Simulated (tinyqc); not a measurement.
Inside a calculation. Method: LDA (PW92) atom on a uniform radial grid, spin-unpolarised, for Be. Computed by tinyqc, a small Python program that keeps every step. Settings: Z = 4, points = 256, R = 15.1, functional = lda,pw, mixing = 0.6, iteration cap = 55. Command: `OMP_NUM_THREADS=1 python tinyqc.py 28760 28761 out.jsonl` (the two numbers bound the seeds that draw the settings). One thread of a shared host (Intel(R) Xeon(R) Processor @ 2.60GHz), about 0.4 s of CPU time with the checks. Later iterations appear only in the table of the cycle.

## Iteration 1

Spherical atom on a uniform radial grid r_j = j h with h = R/(N + 1), h sum u^2 = 1 and integrals as h times sums, u(0) = u(R) = 0 (atomic units):
```
parameter            value
Z                        4
points N               256
R                15.100000
h                 0.058755
mixing            0.600000
electrons in 1s          2
electrons in 2s          2
```

Three-point differences turn -u''/2 + [l(l+1)/2r^2 - Z/r + V] u = e u into a tridiagonal matrix (diagonal 1/h^2 + potential, off-diagonal -1/2h^2). D = sum f u^2; the Hartree potential y/r solves y'' = -D/r with y(0) = 0, y(R) = N_e; v_xc comes from rho = D/(4 pi r^2); E = sum f e - int D V + int D (V_H/2 + eps_xc); V(new) = V + mixing (V_H + v_xc - V).

eigenvalues (hartree): 1s -7.892481, 2s -1.993143

Every 16th grid point:
```
r              V in     u(1s)      u(2s)         D       V_H       v_xc
0.940078   0.000000  0.357302  -0.709132  1.261067  3.553100  -0.538403
1.880156   0.000000  0.017205  -0.685183  0.939544  2.084356  -0.321365
2.820233   0.000000  0.000621  -0.265013  0.140465  1.416308  -0.142013
3.760311   0.000000  0.000020  -0.076111  0.011586  1.063662  -0.056747
4.700389   0.000000  6.00e-07  -0.018785  0.000706  0.850991  -0.021231
5.640467   0.000000  1.73e-08  -0.004228  0.000036  0.709161  -0.007507
6.580545   0.000000  4.87e-10  -0.000894  1.60e-06  0.607852  -0.002534
7.520623   0.000000  1.34e-11  -0.000181  6.54e-08  0.531871  -0.000826
8.460700   0.000000         0  -0.000035  2.50e-09  0.472774  -0.000262
9.400778   0.000000         0  -0.000007  9.05e-11  0.425497  -0.000082
10.340856  0.000000         0  -1.25e-06         0  0.386815  -0.000025
11.280934  0.000000         0  -2.30e-07         0  0.354581   0.000000
12.221012  0.000000         0  -4.14e-08         0  0.327305   0.000000
13.161089  0.000000         0  -7.38e-09         0  0.303926   0.000000
14.101167  0.000000         0  -1.27e-09         0  0.283664   0.000000
15.041245  0.000000         0  -4.46e-11         0  0.265935   0.000000
```

total energy = -13.35006744 hartree

## Iteration 2

As before.

eigenvalues (hartree): 1s -4.875252, 2s -0.694429

Every 16th grid point:
```
r              V in     u(1s)      u(2s)         D       V_H       v_xc
0.940078   1.808818  0.441551  -0.423463  0.748576  3.235331  -0.458293
1.880156   1.057795  0.036849  -0.722582  1.046966  1.983724  -0.332139
2.820233   0.764577  0.002496  -0.488647  0.477564  1.398938  -0.204921
3.760311   0.604149  0.000156  -0.253757  0.128786  1.061277  -0.116537
4.700389   0.497856  0.000009  -0.116513  0.027151  0.850690  -0.064075
5.640467   0.420992  5.48e-07  -0.049926  0.004985  0.709125  -0.034470
6.580545   0.363191  3.16e-08  -0.020475  0.000838  0.607848  -0.018205
7.520623   0.318627  1.80e-09  -0.008144  0.000133  0.531870  -0.009457
8.460700   0.283507  1.02e-10  -0.003167  0.000020  0.472774  -0.004841
9.400778   0.255249         0  -0.001210  2.93e-06  0.425497  -0.002448
10.340856  0.232074         0  -0.000456  4.16e-07  0.386815  -0.001225
11.280934  0.212748         0  -0.000170  5.76e-08  0.354581  -0.000608
12.221012  0.196383         0  -0.000062  7.80e-09  0.327305  -0.000300
13.161089  0.182356         0  -0.000023  1.02e-09  0.303926  -0.000146
14.101167  0.170199         0  -0.000007  1.08e-10  0.283664  -0.000066
15.041245  0.159561         0  -3.59e-07         0  0.265935   0.000000
```

total energy = -14.13304444 hartree

## Convergence

Stop when input and output potentials agree to 1e-7.

Course of the cycle (hartree):
```
iteration             E      e(1s)      e(2s)  largest |V(out) - V(in)|
1          -13.35006744  -7.892481  -1.993143                  6.67e+00
2          -14.13304444  -4.875252  -0.694429                  1.75e+00
3          -14.23063931  -4.029244  -0.338532                  3.94e-01
4          -14.23880886  -3.825268  -0.241605                  8.01e-02
5          -14.23930735  -3.783548  -0.215394                  1.75e-02
6          -14.23933569  -3.776387  -0.208034                  5.03e-03
7          -14.23933760  -3.775548  -0.205822                  2.16e-03
8          -14.23933777  -3.775623  -0.205111                  9.73e-04
9          -14.23933780  -3.775735  -0.204870                  4.01e-04
10         -14.23933780  -3.775795  -0.204785                  1.59e-04
11         -14.23933780  -3.775822  -0.204755                  6.27e-05
12         -14.23933780  -3.775834  -0.204743                  2.47e-05
13         -14.23933780  -3.775838  -0.204739                  9.73e-06
14         -14.23933780  -3.775840  -0.204738                  3.86e-06
15         -14.23933780  -3.775841  -0.204737                  1.54e-06
16         -14.23933780  -3.775841  -0.204737                  6.17e-07
17         -14.23933780  -3.775841  -0.204737                  2.48e-07
18         -14.23933780  -3.775842  -0.204737                  1.00e-07
19         -14.23933780  -3.775842  -0.204737                  4.06e-08
```

Converged in 19 iterations. A uniform grid resolves the cusp poorly: for a bare nucleus this grid gives 1s at -7.89248 against -Z^2/2 = -8 hartree. Before convergence this energy mixes input and output and is not variational, so it may rise towards its limit.
